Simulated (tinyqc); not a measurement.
Polarisation and half-bias from two TMR values.

Inverse problem. A tunnel junction has TMR = TMR0/(1 + (V/Vh)^2), TMR0 = 2 P1 P2/(1 - P1 P2). Find TMR0, Vh and P2.

Inputs (values chosen for the exercise): spin polarisation of the reference layer P1 = 0.57.

TMR at 0.1 and 0.5 V (%): 128.52978  72.697841

Solution. 1/TMR is linear in V^2, and P1 P2 = TMR0/(2 + TMR0).

TMR0 = 132.8 %
Vh = 0.5500 V
P2 = 0.7000

tinyqc, about 0.01 s, one thread, Intel Xeon 2.30GHz (shared host): `OMP_NUM_THREADS=1 python tinyqc.py 2450069 2450070 out.jsonl`
